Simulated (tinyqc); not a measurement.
# Ballistic transport through the one-dimensional subbands of a rectangular nanowire or nanosheet channel, step by step

A worked calculation. Computed by tinyqc, a small Python program that keeps every step. Command: `OMP_NUM_THREADS=1 python tinyqc.py 3013879 3013880 out.jsonl wire walk`. One thread of a shared host (Intel(R) Xeon(R) Processor @ 2.30GHz), about 0.02 s of CPU time with the checks. Intermediate numbers are printed to about 6 digits and carried at full precision; extremes and crossings named in words are read from the listed rows.

Hard walls, parabolic subbands, transport along x. Energies are counted from the bulk conduction band edge at the top of the barrier, which the gate pulls down by U; the source Fermi level lies at the bulk edge when U = 0.

Inputs (values chosen for the exercise, modelled on silicon):
```
quantity,value,unit
light mass m_t,0.19,m_0
heavy mass m_l,0.902,m_0
height a,3.7,nm
width b,4.3,nm
equivalent oxide thickness t,1.9,nm
gate voltage above flat band V_G,0.32,V
drain voltage V_D,0.05,V
temperature T,300,K
mean free path for back-scattering lambda,150,nm
channel length L,62,nm
```

Valleys: silicon [100] wire.

Constants: hbar^2/(2 m_0) = 3.80998212 eV angstrom^2; k_B = 8.617333262e-05 eV/K; m_0 = 9.1093837015e-31 kg; k_B = 1.380649e-23 J/K; hbar = 1.054571817e-34 J s; eps_0 = 8.8541878128e-12 F/m; e = 1.602176634e-19 C; h = 6.62607015e-34 J s.

## Subbands

E_pq = (hbar^2 pi^2/2)(p^2/(m_y b^2) + q^2/(m_z a^2)); valley pairs: (m_x, m_y, m_z) = (m_t, m_t, m_l), (m_t, m_l, m_t), (m_l, m_t, m_t), each with degeneracy g = 2; the 10 lowest subbands are kept.

Subbands:
```
valley axis,p,q,E (meV),m_x (m_0)
z,1,1,137.488,0.190
y,1,1,167.112,0.190
z,1,2,228.844,0.190
y,2,1,234.752,0.190
x,1,1,251.602,0.902
y,3,1,347.484,0.190
z,1,3,381.103,0.190
z,2,1,458.598,0.190
y,4,1,505.310,0.190
z,2,2,549.953,0.190
```

The second subband lies 29.6 meV, or 1.15 k_B T, above the first; the lowest belongs to the valleys with the heavy mass across the height.

## Self-consistent barrier

F_j(eta) = (1/Gamma(j + 1)) int_0^infinity x^j/(1 + exp(x - eta)) dx, F_0 = ln(1 + exp(eta)). Integrals over x = E/(k_B T) use 160 Gauss-Legendre points in u = sqrt(x) from 0 to sqrt(max(eta, 0) + 32). With degeneracy g = 2, eta_i = (U - E_i)/(k_B T) and u = e V_D/(k_B T): line density n = sum_i g sqrt(2 m_x k_B T/pi)/(2 hbar) [F_-1/2(eta_i) + F_-1/2(eta_i - u)]; gate: e n = C_ox (V_G - U/e), C_ox = 3.9 eps_0 2 (a + b)/t (flat-plate estimate); I = (2 e k_B T/h) sum_i g [F_0(eta_i) - F_0(eta_i - u)].

C_ox = 290.790 aF/micrometre

U = 148.481 meV

Occupation:
```
subband,eta_i,n_i (1/nm),I_i (microampere)
1,0.4252,1.96061e-01,2.91799e+00
2,-0.7207,8.77206e-02,1.31567e+00
3,-3.1086,1.00744e-02,1.49269e-01
4,-3.3371,8.06071e-03,1.19376e-01
5,-3.9889,9.24838e-03,6.28034e-02
6,-7.6978,1.05195e-04,1.55487e-03
7,-8.9982,2.86633e-05,4.23657e-04
8,-11.9959,1.43051e-06,2.11435e-05
9,-13.8027,2.34838e-07,3.47099e-06
10,-15.5296,4.17629e-08,6.17272e-07
```

line density n = 0.311301 1/nm

ballistic current I = 4.56711 microampere

mean velocity I/(e n) = 0.915694 1e7 cm/s

1 of the subbands lie below the source Fermi level; the lowest carries 64 % of the current with 63 % of the charge. The gate spends 46 % of V_G on moving the bands.

## Conductance, capacitance and scattering

Linear conductance G = (2 e^2/h) sum_i g f(eta_i), g = 2, f = 1/(1 + exp(-eta_i)), with the barrier frozen at the eta_i above; current per perimeter I/(2(a + b)); with scattering, transmission lambda/(lambda + L) and low-bias resistance (1 + L/lambda)/G.

open modes sum g f = 2.05564

ballistic conductance = 159.273 microsiemens

current per perimeter = 285.445 microampere/micrometre

transmission = 0.707547

low-bias resistance with scattering = 8.87365 kiloohm

Even without scattering the wire has h/(2 e^2 M) = 6.28 kiloohm, which sits in the contacts.

## Gate sweep

Open modes are sum_i g/(1 + exp(-eta_i)). The last column is e dn/dV_G over C_ox, taken up to the next row.

Against the gate voltage:
```
V_G (V),U (meV),n (1/nm),I (microampere),open modes,C_g/C_ox
-0.160,-160.002,3.25717e-06,4.76506e-05,2.78091e-05,7.67435e-04
-0.063,-63.076,1.38366e-04,2.02425e-03,1.18119e-03,5.05963e-02
0.057,50.852,1.11580e-02,1.63461e-01,9.42909e-02,4.88950e-01
0.190,118.822,1.29186e-01,1.90845e+00,9.83783e-01,7.59506e-01
0.290,142.871,2.67034e-01,3.93175e+00,1.82182e+00,8.35334e-01
0.420,164.278,4.64128e-01,6.67789e+00,2.76461e+00,8.74943e-01
0.560,181.786,6.86447e-01,9.48138e+00,3.60825e+00,8.98641e-01
0.720,198.003,9.47408e-01,1.23885e+01,4.44532e+00,9.14917e-01
0.890,212.468,1.22970e+00,1.51839e+01,5.26263e+00,9.27193e-01
1.100,227.757,1.58309e+00,1.83664e+01,6.20449e+00,-
```

Between the first two rows the current rises one decade per 60 mV, against the limit ln(10) k_B T/e = 60 mV. Above threshold C_g/C_ox lies between 0.76 and 0.93: the quantum capacitance in series costs little, since heavy or many subbands hold the charge.

Checks made by the program: density of the lowest subband against a direct sum over k (relative difference 1e-09).
